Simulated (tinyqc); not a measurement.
Short-channel transistor, virtual-source model with series resistance: two steps of the calculation.

The current per gate width is the charge at the top of the source barrier (the virtual source) times its velocity times a saturation function; al and be are fitting constants of the model. Units: I in uA/um, Rs in ohm um, so I Rs = 1e-6 I Rs in volts; Q in uC/cm^2, so I = 1e-4 Q vx0 Fsat with vx0 in cm/s.

Inputs (values chosen for the exercise): temperature T = 300 K; inversion capacitance Cinv = 3.81 uF/cm^2; velocity at the virtual source vx0 = 1.33e7 cm/s; apparent mobility mu = 1400 cm^2/(V s); channel length L = 20 nm; threshold at zero drain voltage VT0 = 0.425 V; drain-induced barrier lowering dl = 0.189 V/V; subthreshold factor n0 = 1.34; growth of n with drain voltage nd = 0 1/V; threshold shift (in units of Vt) from weak to strong inversion al = 3.5; sharpness of saturation be = 2; series resistance of each contact Rs = 120 ohm um; gate voltage Vgs = 1 V; drain voltage Vds = 1 V.

Constants: q = 1.602176634e-19 C, kB = 1.380649e-23 J/K, Vt = kB T/q. Results are converted to the units shown.

Problem 1. Current through the series resistance. Intrinsic voltages Vg' = Vgs - I Rs, Vd' = Vds - 2 I Rs. n = n0 + nd Vd', VT = VT0 - dl Vd', Ff = 1/(1 + exp((Vg' - VT + al Vt/2)/(al Vt))), Q = Cinv n Vt ln(1 + exp((Vg' - VT + al Vt Ff)/(n Vt))), Vdsat = (vx0 L/mu)(1 - Ff) + Vt Ff, Fsat = u/(1 + u^be)^(1/be) with u = Vd'/Vdsat, and I(out) = Q vx0 Fsat per width. (Fsat takes the sign of u.) Newton step: I(new) = I + (I(out) - I)/(1 - s), s = dI(out)/dI by a central difference with +/- 0.001 uA/um.

I at the start = 0 uA/um

Find: Vg'; Vd'; VT; Ff; Q; Vdsat; Fsat; I(out); s; I after iteration 1.

Solution 1.

Vg' = 1.0000 V
Vd' = 1.0000 V
VT = 0.23600 V
Ff = 1.3054e-4
Q = 2.9109 uC/cm^2
Vdsat = 0.019001 V
Fsat = 0.99982
I(out) = 3870.8 uA/um
s = -0.83800
I after iteration 1 = 2106.0 uA/um

Problem 2. What the series resistance costs. n = n0 + nd Vd', VT = VT0 - dl Vd', Ff = 1/(1 + exp((Vg' - VT + al Vt/2)/(al Vt))), Q = Cinv n Vt ln(1 + exp((Vg' - VT + al Vt Ff)/(n Vt))), Vdsat = (vx0 L/mu)(1 - Ff) + Vt Ff, Fsat = u/(1 + u^be)^(1/be) with u = Vd'/Vdsat, and I = Q vx0 Fsat per width. I0 is the current for Rs = 0. Effective velocity I/Q; transit time L Q/I.

converged I = 2107.0749 uA/um
I0 = 3870.7784 uA/um

Wanted: loss against I0; effective velocity; transit time.

Solution 2.

loss against I0 = 45.565 %
effective velocity = 1.3290e7 cm/s
transit time = 0.15049 ps

The carriers leave the virtual source at 99.9 % of vx0: the device is in saturation.

Program tinyqc, `OMP_NUM_THREADS=1 python tinyqc.py 2380020 2380021 out.jsonl`; Intel Xeon 2.30GHz, shared host, one thread, about 0.01 s.
